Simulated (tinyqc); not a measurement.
Resonant-tunnelling diode, transfer matrices and Tsu-Esaki current: one step of the calculation.

Emitter (band edge 0), barrier d1, well Lw, barrier d2, collector (edge -V). The bias drops linearly over these layers and none in the contacts; each layer is cut into ns equal slices, flat at the value of their centres. E is the energy of motion across the layers, C = hbar^2/(2 m0), psi and psi'/m are continuous. Transport is coherent, T(E) is taken as independent of the transverse momentum, and charge in the well is ignored.

Task. Breit-Wigner parameters from a parabola through 1/T(E). Near a resonance 1/T(E) = (1/Tp) [1 + (2 (E - Er)/G)^2]. With y = 1/T(E) at E0 - h, E0, E0 + h: a = (y1 + y3 - 2 y2)/(2 h^2), b = (y3 - y1)/(2 h), Er = E0 - b/(2 a), 1/Tp = y2 - b^2/(4 a), G = 2 sqrt(1/(Tp a)), tau = hbar/G.

Constants: q = 1.602176634e-19 C, hbar = 1.054571817e-34 J s. Results are converted to the units shown.

three energies (eV): 0.033292  0.033422  0.033552
T(E) at these energies: 0.73877061  0.94116012  0.78532834

Find: Er; Tp; G; tau.

Result.

Er = 0.033432 eV
Tp = 0.94258
G = 0.53458 meV
tau = 1231.3 fs

The true maximum of T(E) lies at 0.033432 eV with height 0.9424 and full width 0.5351 meV; the fitted G is 0.11 % below that width.

tinyqc, about 0.3 s, one thread, Intel Xeon 2.30GHz (shared host): `OMP_NUM_THREADS=1 python tinyqc.py 2600116 2600117 out.jsonl`
